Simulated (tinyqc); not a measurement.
Changing the localisation length xi: hopping conduction between localised states. Computed by tinyqc, a small Python program. Command: `OMP_NUM_THREADS=1 python tinyqc.py 3005920 3005921 out.jsonl hop sweep`. One thread of a shared host (Intel(R) Xeon(R) Processor @ 2.30GHz), about 0.01 s of CPU time with the checks.

Energies are counted from the Fermi level. A small network shows the mechanism; the laws of an infinite system follow.

Inputs (values chosen for the exercise, for a model impurity band):

| quantity | value | unit |
|---|---|---|
| density of states g_0 | 5.8e+20 | 1/(eV cm^3) |
| permittivity eps | 8 | - |
| activation energy E_a to extended states | 0.06 | eV |
| prefactor of activated conduction | 35 | S/cm |
| prefactor of hopping | 3.5 | S/cm |
| conductance scale G_0 | 1 | microsiemens |
| temperature T | 59 | K |

Dimension: 3D.

sites of the small network (nm, nm, meV):
```
      x     y  energy
1     0   0.2      -1
2  0.96  1.64    0.44
3  2.11  1.57   -9.53
4  3.17  0.09  -10.43
5  3.51   1.1    4.44
6  4.61  0.51    2.54
7   5.7   0.1    0.53
```

Constants: k_B = 8.617333262e-05 eV/K; e^2/(4 pi eps_0) = 14.39964548 eV angstrom.

Method:
- Miller-Abrahams exponent s_ij = 2 r_ij/xi + (|E_i| + |E_j| + |E_i - E_j|)/(2 k_B T); G_ij = G_0 exp(-s_ij). The diagonal is set to 0 and not used.
- Site 1 is held at potential 1 and site 7 at 0; Kirchhoff's law sum_j G_ij (u_i - u_j) = 0 fixes the others; G = sum_j G_1j (1 - u_j). G_ij = G_0 exp(-s_ij).
- Mott: T_M = 21.2/(k_B g_0 xi^3), exponent (T_M/T)^(1/4), mean hop r = (3/8) xi times the exponent. Efros-Shklovskii: T_ES = 2.8 e^2/(4 pi eps eps_0 k_B xi), exponent (T_ES/T)^(1/2). Coulomb gap width g_0^(1/2) (e^2/(4 pi eps eps_0))^(3/2). The numerical coefficients come from percolation theory and are given.
- sigma = s_1 exp(-E_a/k_B T) + s_2 exp(-larger of the two exponents); reduced activation energy w = d ln(sigma)/d ln(T) by a central difference of +/- 1 %.

One run for each value:

| localisation length xi (nm) | hopping part (S/cm) | -ln(G/G_0) | T_M (K) | T_ES (K) |
|---|---|---|---|---|
| 0.21 | 4.4973e-13 | 17.468 | 4.5801e+07 | 27850 |
| 0.28 | 1.4281e-10 | 13.673 | 1.9322e+07 | 20888 |
| 0.38 | 1.9119e-08 | 10.711 | 7.7301e+06 | 15391 |
| 0.50 | 6.5845e-07 | 8.712 | 3.3933e+06 | 11697 |
| 0.67 | 1.3932e-05 | 7.043 | 1.4103e+06 | 8729 |
| 0.89 | 9.1344e-05 | 5.716 | 6.0168e+05 | 6571 |
| 1.20 | 3.9523e-04 | 4.525 | 2.4547e+05 | 4874 |
| 1.60 | 1.3356e-03 | 3.538 | 1.0356e+05 | 3655 |

What does the table show, and why?

Over the rows, hopping part (S/cm) rises from 4.50e-13 to 0.00134 (exponent d ln y / d ln x 20 between the first rows and 4.2 between the last); -ln(G/G_0) falls from 17.5 to 3.54 (exponent d ln y / d ln x between -0.85 and -0.73); T_M (K) falls from 4.58e7 to 104000 (exponent d ln y / d ln x about -3.0 throughout). The exponent of T_M stays at -3: T_M = 21.2/(k_B g_0 xi^3).
